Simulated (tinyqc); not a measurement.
Worked calculation: inter-valley coupling by envelope functions against a chain of atomic planes. Values are carried at full precision from step to step, so a last printed digit may differ when a step is redone from the rounded ones.

Chain: E(phi) = e0 + 2 v cos(phi) + 2 u cos(2 phi), cos(phi0) = -v/(4u), e0 = 2u + v^2/(4u); plane j = 0, 1, ... has the potential V_j = dE x_j + F (j - 30) a/4 (1 MV/m = 1e-4 V/angstrom). There are 30 barrier planes a side; with y = j - 29.5, x_j = xb (f(y) + f(Nw - y)), f(y) = 1/(1 + exp(y/L)), plus any Ge added in the well. The valley splitting is the spacing of the two lowest levels. Envelope theory: F_j solves a one-valley chain with hopping -b and diagonal 2b + V_j, b = 4u sin^2(phi0), sum F_j^2 = 1; the valleys couple by Dv = sum_j F_j^2 V_j exp(-2 i phi0 j) and split by 2|Dv|.

Constants: hbar^2/2m0 = 3.80998211 eV angstrom^2.

Values chosen for the exercise (near those of the Delta valleys of silicon in a SiGe well; the results hold for these values, not for the real material):
- a = 5.431 angstrom (lattice constant; planes lie a/4 apart)
- u = 0.602 eV (second-neighbour hopping)
- v = 0.655 eV (nearest hopping)
- Nw = 57 (planes in the well)
- L = 1.5 planes (interface width)
- xb = 0.23 (Ge fraction of the barriers)
- dE = 0.6 eV (offset per unit Ge fraction)
- F = 0 MV/m (field)
- js = 48 (plane j of a Ge spike (the well starts at j = 30))
- xs = 0.1 (Ge fraction added on that plane)

## Valley phase, mass and the wavelengths that couple the valleys

phi0; b = 4u sin^2(phi0); mass m/m0 = c/(b (a/4)^2), c = hbar^2/2m0. A potential couples the valleys if its phase advances by 2 phi0 a plane, or, since only whole planes count, by 2 pi - 2 phi0: periods pi/phi0 and pi/(pi - phi0) planes.

phi0 = 1.84628 rad
b = 2.22983 eV
mass = 0.9269 m0

periods (planes): pi/phi0 1.7016, pi/(pi - phi0) 2.4253

longer period = 3.2930 angstrom

## The smooth well

Lowest doublet of the chain and the envelope result.

level (meV): chain 5.663, envelope 5.673

splitting (micro-eV): chain 0.0261, envelope 0.0224

planes covered, 1/sum F^4 = 41.91
largest F_j^2 = 0.03196

The levels agree within 0.01 meV. A graded interface has little Fourier weight at 2 phi0, so the splitting is a small remainder of cancelling terms; the envelope value is 0.86 times that of the chain.

## One plane of added Ge, to first order

F_j^2 of the smooth well on that plane = 0.02449

F_j is the envelope on plane j (sum F_j^2 = 1) and Dv the coupling of the two valleys, which split by 2|Dv|. A single plane has Fourier weight at all wavelengths: it adds dE xs F_j^2 to |Dv|, so the splitting is about 2 dE xs F_j^2 if this term rules, and the mean of the doublet rises by dE xs F_j^2.

splitting = 2939 micro-eV
rise of the mean level = 1.470 meV

The chain with the spike gives 2256 micro-eV and a rise of 1.128 meV; the envelope solved with the spike gives 2227. First order is +30 % off: the state draws back from the spike, which the envelope solved anew includes.

## Checks

- Splitting with a weak spike (0.02) on plane j = 49 from the envelope against the chain (micro-eV): both 588.

tinyqc: `OMP_NUM_THREADS=1 python tinyqc.py 1480530 1480531 out.jsonl`; about 0.06 s, one thread, shared Intel(R) Xeon(R) Processor @ 2.30GHz.
